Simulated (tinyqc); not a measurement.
Equilibrium and kinetic segregation of a solute to boundaries and growing surfaces. Changing the temperature T. Computed by tinyqc, a small Python program. Command: `OMP_NUM_THREADS=1 python tinyqc.py 3012380 3012381 out.jsonl segreg sweep`. One thread of a shared host (Intel(R) Xeon(R) Processor @ 2.30GHz), about 0.01 s of CPU time with the checks.

Inputs (values chosen for the exercise, modelled on arsenic in polycrystalline silicon):

| quantity | value | unit |
|---|---|---|
| segregation energy Q | 0.403 | eV |
| total solute fraction x0 | 0.0023 | - |
| grain size d | 1100 | nm |
| boundary thickness delta | 0.66 | nm |
| atomic volume Omega | 20.02 | angstrom^3 |
| clean boundary energy gamma_0 | 0.67 | J/m^2 |

Isotherm: Langmuir-McLean.

Constants: k_B = 8.617333262e-05 eV/K; 1 eV/angstrom^2 = 16.02176634 J/m^2.

Method:
- With theta the solute fraction on boundary sites and x that in the grains, theta/(1 - theta) = [x/(1 - x)] exp[Q/(k_B T)].
- The coverage theta_inf is that for x = x0.
- Finite grains: boundary sites are the fraction f = 3 delta/d, and x0 = (1 - f) x + f theta; solve both equations for theta; share at boundaries = f theta/x0.
- Gibbs adsorption for this isotherm in a dilute matrix: gamma = gamma_0 + Gam_0 [k_B T ln(1 - theta)], Gam_0 = delta/Omega sites per area.

One run for each value:

| temperature T (K) | coverage theta | fraction x left in the grains | share of solute at boundaries (%) | coverage theta_inf | boundary energy gamma (J/m^2) |
|---|---|---|---|---|---|
| 600 | 0.71238 | 0.0010195 | 55.752 | 0.84836 | 0.32969 |
| 678 | 0.56147 | 0.0012917 | 43.941 | 0.69532 | 0.41561 |
| 756 | 0.42736 | 0.0015335 | 33.445 | 0.52834 | 0.47817 |
| 833 | 0.32149 | 0.0017244 | 25.160 | 0.38738 | 0.52295 |
| 911 | 0.24108 | 0.0018694 | 18.867 | 0.28109 | 0.55561 |
| 989 | 0.18289 | 0.0019744 | 14.313 | 0.20687 | 0.57908 |
| 1070 | 0.13988 | 0.0020519 | 10.947 | 0.15422 | 0.59661 |
| 1140 | 0.11293 | 0.0021005 | 8.838 | 0.12236 | 0.60782 |
| 1220 | 0.09023 | 0.0021414 | 7.061 | 0.09628 | 0.61749 |
| 1300 | 0.07359 | 0.0021714 | 5.759 | 0.07762 | 0.62477 |

Over the rows, coverage theta falls from 0.712 to 0.0736 (exponent d ln y / d ln x -1.9 between the first rows and -3.2 between the last); fraction x left in the grains rises from 0.00102 to 0.00217 (exponent d ln y / d ln x 1.9 between the first rows and 0.22 between the last); share of solute at boundaries (%) falls from 55.8 to 5.76 (exponent d ln y / d ln x -1.9 between the first rows and -3.2 between the last). -k_B d ln(x)/d(1/T) between the first rows is 0.11 eV against Q = 0.403 eV: the boundaries give solute back to the grains on heating.

Caution (rows 600): near saturation a single segregation energy is a poor picture.
